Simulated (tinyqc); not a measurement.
Inside a calculation. Method: MP2 on RHF in the sto-6g basis, for H2, spin multiplicity 1. One step of it, computed by the program tinyqc.

Question. Iteration 3 (converged): orbitals. Diagonalise F' = X^T F X, C = X C', fill 1 alpha and 1 beta electrons from the bottom; D = 2 C_occ C_occ^T. Each column has its largest component positive (the first on a tie).

converged F (hartree), order 1H 1s, 2H 1s:
$$\begin{pmatrix}
-0.223059 & -0.442793 \\
-0.442793 & -0.223059
\end{pmatrix}$$

X, order 1H 1s, 2H 1s:
$$\begin{pmatrix}
1.087310 & -0.255550 \\
-0.255550 & 1.087310
\end{pmatrix}$$

Give: F' = X^T F X; orbital energies; coefficients C; D after iteration 3.

Answer.

F' = X^T F X (hartree):
$$\begin{pmatrix}
-0.032 & -0.428 \\
-0.428 & -0.032
\end{pmatrix}$$

orbital energies (hartree): MO1 -0.461, MO2 0.396

coefficients C, order 1H 1s, 2H 1s:
$$\begin{pmatrix}
0.588 & 0.950 \\
0.588 & -0.950
\end{pmatrix}$$

D after iteration 3, order 1H 1s, 2H 1s:
$$\begin{pmatrix}
0.692 & 0.692 \\
0.692 & 0.692
\end{pmatrix}$$
